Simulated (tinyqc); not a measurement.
Stacked nanosheet transistor, parasitic resistance, capacitance and delay: two steps of the calculation.

Ns sheets share one contact on top; each has perimeter p = 2 (Ws + ts) and cross-section A = Ws ts; contact width Wc = Ws + 10 nm, stack height Hs = Ns pv. Sheet 1 is the top one. Contact length Lc = CPP - Lg - 2 Lsp, shared by two neighbouring gates. Source and drain sides are equal. The formulas are first-order estimates, not field solutions.

Values chosen for this exercise; values close to those of silicon logic devices: temperature T = 300 K; number of sheets Ns = 2; sheet width Ws = 12 nm; sheet thickness ts = 5 nm; vertical resistance between sheet levels rv = 78 ohm; contacted gate pitch CPP = 60 nm; gate length Lg = 12 nm; spacer length Lsp = 6 nm; contact resistivity rc = 1.6e-9 ohm cm^2; resistivity of the source-drain epitaxy re = 0.00034 ohm cm; current-carrying depth of the epitaxy te = 25 nm; resistivity of the extension rx = 0.0013 ohm cm; inversion capacitance Cinv = 2.9 uF/cm^2; injection velocity vx = 9.1e6 cm/s; apparent mobility mu = 240 cm^2/(V s); threshold at zero drain voltage VT = 0.3 V; barrier lowering dl = 0.03 V/V; subthreshold factor n = 1.29; supply voltage Vdd = 0.8 V.

Constants: q = 1.602176634e-19 C, kB = 1.380649e-23 J/K, Vt = kB T/q. Results are converted to the units shown.

Question 1. Geometry and resistances. Epitaxy sheet resistance Rsh = re/te, transfer length LT = sqrt(rc/Rsh), contact Rc = [sqrt(rc Rsh)/Wc] coth(Lc/(2 LT)); extension of one sheet Rx = rx Lsp/A. Effective width N p; for equal currents and rv = 0 one side has Rc + Rx/N.

Find: Lc; effective width; Rsh; LT; Rc; Rx; one side times effective width.

Answer 1.

Lc = 36.00 nm
effective width = 68.00 nm
Rsh = 136.0 ohm
LT = 34.30 nm
Rc = 440.5 ohm
Rx = 1300 ohm
one side times effective width = 74.15 ohm um

Question 2. Sheet currents at Vgs = Vdd, Vds = Vdd/2. One sheet: I = p Q vx u/(1 + |u|^1.8)^(1/1.8), Q = Cinv n Vt ln(1 + exp((Vg' - VT + dl Vd')/(n Vt))), u = Vd' mu/(vx Lg), Vg' = Vgs - v, Vd' = Vds - 2 v, with the drop on each side v_j = Rc sum I + rv (sum over levels k = 2..j of the current of sheets k..Ns) + Rx I_j. I(new) = I(out).

I at the start (uA): sheet 1 0, sheet 2 0
Rc = 440.46771 ohm
Rx = 1300 ohm

Give: drop v; I(out); I after iteration 1.

Answer 2.

drop v (mV): sheet 1 0, sheet 2 0
I(out) (uA): sheet 1 45.437, sheet 2 45.437
I after iteration 1 (uA): sheet 1 45.437, sheet 2 45.437

Computed by the program tinyqc: `OMP_NUM_THREADS=1 python tinyqc.py 2170004 2170005 out.jsonl`, one thread of a shared Intel Xeon 2.30GHz, about 0.05 s for the whole run.
